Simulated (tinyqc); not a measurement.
Worked calculation: Hubbard ring of 3 sites. Computed by tinyqc, a small Python program that keeps every step. Settings: hopping = 0.86, U = 10.1, mixing = 1, iteration cap = 76. Command: `OMP_NUM_THREADS=1 python tinyqc.py 28718 28719 out.jsonl` (the two numbers bound the seeds that draw the settings). One thread of a shared host (Intel(R) Xeon(R) Processor @ 2.60GHz), about 0.2 s of CPU time with the checks.

one-body matrix (hopping and site energies) (eV):
```
           1          2          3
1   0.000000  -0.860000  -0.860000
2  -0.860000   0.000000  -0.860000
3  -0.860000  -0.860000   0.000000
```

U = 10.100000 eV

electrons, up and down: 1  1

n(up) at the start (a guess, not normalised): 1 0.333000, 2 0.333000, 3 0.333000

n(down) at the start (a guess): 1 0.333000, 2 0.333000, 3 0.333000

Each step fills the lowest levels of T + U n(other spin) and sets n(new) = n + mixing (n(out) - n); stop when output and input agree to 1e-8.

Course of the cycle:

| iteration | E (eV) | largest \|n(out) - n(in)\| | mean \|n_up - n_down\| |
|---|---|---|---|
| 1 | -0.07333333 | 3.33e-04 | 0.000000 |
| 2 | -0.07333333 | 5.55e-16 | 0.000000 |

Can the last value be used, and what does the course show?

No, though the log alone does not show it. Converged in 2 iterations. But random starts reach -1.33480 eV, so this is another stationary point, not the lowest one. Reruns (cap 100 unless said): mixing 0.2: converged in 48 to a higher stationary point (E = -0.07333); mixing 0.5: converged in 17 to a higher stationary point (E = -0.07333); mixing 0.9: converged in 6 to a higher stationary point (E = -0.07333). Before convergence this energy mixes input and output and is not variational, so it may rise towards its limit.
